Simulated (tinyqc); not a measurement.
Energies of the polytypes: polytypes and stacking faults of a tetrahedral semiconductor in an axial Ising model with couplings up to third neighbours. Computed by tinyqc, a small Python program. Command: `OMP_NUM_THREADS=1 python tinyqc.py 3007271 3007272 out.jsonl polytype walk`. One thread of a shared host (Intel(R) Xeon(R) Processor @ 2.30GHz), about 0.01 s of CPU time with the checks.

Each double layer has s = +1 or -1 for the sense of its stacking step; E per pair of atoms = E0 - sum_n J_n <s_i s_(i+n)>, n = 1, 2, 3. Hexagonality h = (1 - <s_i s_(i+1)>)/2.

Inputs (values chosen for the exercise, of the order of those of SiC for J, a, G and the gaps):

| quantity | value | unit |
|---|---|---|
| J1 | 1.07 | meV/pair |
| J2 | -2.03 | meV/pair |
| J3 | -0.41 | meV/pair |
| gap of 3C | 2.39 | eV |
| gap of 4H | 3.26 | eV |

Method. E - E(3C) = sum_n J_n (1 - C_n), C_n = <s_i s_(i+n)>. The gap is taken linear in h between 3C (h = 0) and 4H (h = 1/2), a rough rule, with a dash beyond.

correlations of the repeat units 3C (+), 2H (+-), 4H (++--), 6H (+++---), 15R (+++--), 8H (++++----), 21R (++++---), 9R (++-):
```
        n = 1     n = 2     n = 3
3C    1.00000   1.00000   1.00000
2H   -1.00000   1.00000  -1.00000
4H    0.00000  -1.00000   0.00000
6H    0.33333  -0.33333  -1.00000
15R   0.20000  -0.60000  -0.60000
8H    0.50000   0.00000  -0.50000
21R   0.42857  -0.14286  -0.71429
9R   -0.33333  -0.33333   1.00000
```

Polytypes:

| polytype | h | E - E(3C) (meV/pair) | gap by the linear rule (eV) |
|---|---|---|---|
| 3C | 0.0000 | 0.0000 | 2.3900 |
| 2H | 1.0000 | 1.3200 | - |
| 4H | 0.5000 | -3.4000 | 3.2600 |
| 6H | 0.3333 | -2.8133 | 2.9700 |
| 15R | 0.4000 | -3.0480 | 3.0860 |
| 8H | 0.2500 | -2.1100 | 2.8250 |
| 21R | 0.2857 | -2.4114 | 2.8871 |
| 9R | 0.6667 | -1.2800 | - |

E(2H) - E(3C) = 1.32 meV/pair

E(4H) - E(3C) = -3.4 meV/pair

E(6H) - E(3C) = -2.8133 meV/pair

What does the comparison show, and why?

The lowest is 4H, 0.352 meV/pair below 15R. J1/|J2| = 0.53: for J3 = 0 and J2 < 0 the ground state is 2H below -2, 4H between -2 and 2, and 3C above 2; at 2 itself all periods with bands of two or more layers are degenerate. Four or more polytypes lie within 1.5 meV/pair, so small a spread that growth kinetics and seeds can decide.

Extremes, crossings and ranges named in words are read from the listed rows.
